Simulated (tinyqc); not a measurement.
## Capacitance shares from swing and barrier lowering

Question. Below threshold the charge is negligible, so the band edge moves as -(aG Vg + aD Vd), aG = CG/CS, aD = CD/CS (CG, CD the capacitances of the barrier top to gate and drain, CS the total), and I goes as exp((aG Vg + aD Vd)/Vt) once Vd is well above Vt. Find aG, aD, CS and CD.

Parameters, values chosen for the exercise:
- T = 300 K (temperature)

Constants: q = 1.602176634e-19 C, kB = 1.380649e-23 J/K, Vt = kB T/q. Results are converted to the units shown.

swing = 67.643670 mV/decade
DIBL = 126.13636 mV/V
CG = 1.6443492 uF/cm^2

Solution. The swing is Vt ln 10/aG and the DIBL, -dVg/dVd at fixed current, is aD/aG.

aG = 0.880
aD = 0.111
CS = 1.87 uF/cm^2
CD = 0.207 uF/cm^2

Program tinyqc, `OMP_NUM_THREADS=1 python tinyqc.py 2400020 2400021 out.jsonl`; Intel Xeon 2.30GHz, shared host, one thread, about 0.01 s.
